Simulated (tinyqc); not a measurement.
Inside a calculation. Method: extended Hueckel theory, for H3+. The parameters take no account of the charge, which enters only through the electron count. Computed by tinyqc, a small Python program that keeps every step (integrals from PySCF). Settings: charge = 1, K = 2.0, weighted = 1, multiplicity = 1. Command: `OMP_NUM_THREADS=1 python tinyqc.py 30151 30152 out.jsonl` (the two numbers bound the seeds that draw the settings). One thread of a shared host (Intel(R) Xeon(R) Processor @ 2.60GHz), about 0.01 s of CPU time with the checks.

## Overlaps

Geometry (angstrom):
```
atom       x       y        z
H     0.0000  0.0000   0.0000
H     0.0000  0.0000   0.8950
H     0.0000  0.9840  -0.0170
```

Parameters chosen for this run:
```
element  shell  Slater exponent  H_ii (eV)
H           1s           1.3000   -13.6000
```

Slater orbitals, each expanded in six Gaussians scaled to its exponent.

overlap S, order 1H 1s, 2H 1s, 3H 1s:
$$\begin{pmatrix}
1.0000 & 0.5337 & 0.4783 \\
0.5337 & 1.0000 & 0.2932 \\
0.4783 & 0.2932 & 1.0000
\end{pmatrix}$$

## Wolfsberg-Helmholz matrix

diagonal H_ii (eV): 1H 1s -13.6000, 2H 1s -13.6000, 3H 1s -13.6000

K = 2.0000

H_ij = K' S_ij (H_ii + H_jj)/2 for i != j (the diagonal keeps H_ii), with K' = K + D^2 + D^4 (1 - K), D = (H_ii - H_jj)/(H_ii + H_jj), K = 2.

H (eV), order 1H 1s, 2H 1s, 3H 1s:
$$\begin{pmatrix}
-13.6000 & -14.5159 & -13.0088 \\
-14.5159 & -13.6000 & -7.9748 \\
-13.0088 & -7.9748 & -13.6000
\end{pmatrix}$$

## Orbitals

valence electrons = 2

Solve H C = S C e through S^(-1/2); fill by pairs from the bottom, a degenerate level sharing its electrons equally; each orbital has its largest coefficient positive (the first on a tie).

orbital energies (eV): [-19.9564, -8.0295, 5.7263]

occupations: [2.0000, 0.0000, 0.0000]

coefficients, order 1H 1s, 2H 1s, 3H 1s:
$$\begin{pmatrix}
0.4615 & -0.0789 & 1.2009 \\
0.4105 & -0.7665 & -0.8036 \\
0.3887 & 0.9032 & -0.5771
\end{pmatrix}$$

sum of one-electron energies = -39.9129 eV

## Mulliken analysis

P = C n C^T; charge = valence electrons (H 1) minus the sum of (P S)_ii on the atom; overlap population = 2 sum P_ij S_ij between two atoms.

charges: 1H 0.2002, 2H 0.3671, 3H 0.4327

Overlap populations:
```
pair     value
2-1   0.404454
3-1   0.343176
3-2   0.187142
```
